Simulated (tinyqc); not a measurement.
p-type polysilicon, carrier trapping at grain boundaries: effect of the doping.

One-dimensional grains of size Lg, uniform ionised doping N, monovalent traps Qt at each boundary at a depth Et below (for electrons) or above (for holes) the band edge there, abrupt depletion of width W on each side of a boundary, Boltzmann statistics. xi is the distance from the band edge at the grain centre to the Fermi level. Trapped charge Qt/(1 + exp((xi + VB - Et)/Vt)) = 2 N W, barrier VB = q N W^2/(2 eps0 eps_r).

If the trap equation with xi = Vt ln(NB/N) has a root W < Lg/2, the grain is partly depleted; otherwise W = Lg/2 and the trap equation gives xi = Et - VB + Vt ln(Qt/(N Lg) - 1). N* = Qt/Lg. n0 = NB exp(-xi/Vt); mean density n0 (1 - 2 W/Lg) by charge balance in a partly depleted grain, and n0 (sqrt(pi)/2) erf(u)/u with u = sqrt(VB/Vt) in a fully depleted one; v = sqrt(kB T/(2 pi ms m0)); barrier resistivity Vt exp(VB/Vt)/(q fe n0 v Lg); grain resistivity (1 - 2 W/Lg)/(q n0 mug); effective mobility 1/(q mean density total resistivity). Rows with xi above 0.45 V, towards mid-gap, are left out, since the other carrier type is ignored.

Values chosen for this exercise; values of the order met in polycrystalline silicon:
```
symbol    value        unit                                                              meaning
T           300           K                                                          temperature
eps_r      11.7                                                            relative permittivity
NB      2.65e19       cm^-3                                  valence-band density of states at T
Lg           22          nm                                                           grain size
Qt       1.3e12       cm^-2                                     trap density of a grain boundary
Et         0.48          eV  depth of the trap level from the majority band edge at the boundary
ms         0.34          m0                                         mass for thermionic emission
fe         0.25                                           correction factor of the emission rate
mug          60  cm^2/(V s)                                           mobility inside the grains
```

Constants: q = 1.602176634e-19 C, kB = 1.380649e-23 J/K, m0 = 9.1093837015e-31 kg, Vt = kB T/q, eps0 = 8.8541878128e-14 F/cm where lengths are in cm. Results are converted to the units shown.

Effect of the doping:

| N (cm^-3) | N/N* | depleted share 2 W/Lg | VB (V) | xi (V) | mean density (cm^-3) | resistivity (ohm cm) | effective mobility (cm^2/(V s)) |
|---|---|---|---|---|---|---|---|
| 3.6e17 | 0.6092 | 1.000 | 0.03368 | 0.4348 | 9.110e11 | 1.782e5 | 38.44 |
| 6.6e17 | 1.117 | 0.8953 | 0.04950 | 0.09546 | 6.909e16 | 0.6703 | 134.8 |
| 1.2e18 | 2.031 | 0.4924 | 0.02723 | 0.08001 | 6.091e17 | 0.1959 | 52.30 |
| 2.3e18 | 3.892 | 0.2569 | 0.01421 | 0.06319 | 1.709e18 | 0.08150 | 44.81 |
| 4.3e18 | 7.277 | 0.1374 | 0.007598 | 0.04701 | 3.709e18 | 0.04071 | 41.34 |
| 8e18 | 13.54 | 0.07386 | 0.004084 | 0.03096 | 7.409e18 | 0.02135 | 39.45 |

As N goes from 3.6e17 to 8e18, VB goes from 0.0337 through a maximum of 0.0495 (at N = 6.6e17 among the rows listed) to 0.00408 V, the resistivity falls from 1.78e5 to 0.0214 ohm cm and the effective mobility goes from 38.4 through a maximum of 135 (at N = 6.6e17 among the rows listed) to 39.5 cm^2/(V s). The steepest fall of the resistivity among the rows, as N^(-20.6), lies between N = 3.6e17 and 6.6e17 cm^-3; N* = 5.91e17 cm^-3. While the grain is fully depleted VB grows as N; once the traps are full it falls as 1/N. For N = 2.3e18, 4.3e18, 8e18 xi is under 2.5 Vt, where Boltzmann statistics begin to fail. For N = 2.3e18, 4.3e18, 8e18 VB is below Vt, where abrupt depletion and thermionic emission are rough. For N = 6.6e17, 1.2e18 the grain is near the changeover between partial and full depletion, within a few Debye lengths, where both limits are rough. For N = 6.6e17 the effective mobility exceeds mug, since drift through the depleted part of the grain is left out.

Numbers from tinyqc (`OMP_NUM_THREADS=1 python tinyqc.py 2830095 2830096 out.jsonl`; about 0.01 s on one thread of a shared Intel Xeon 2.30GHz).
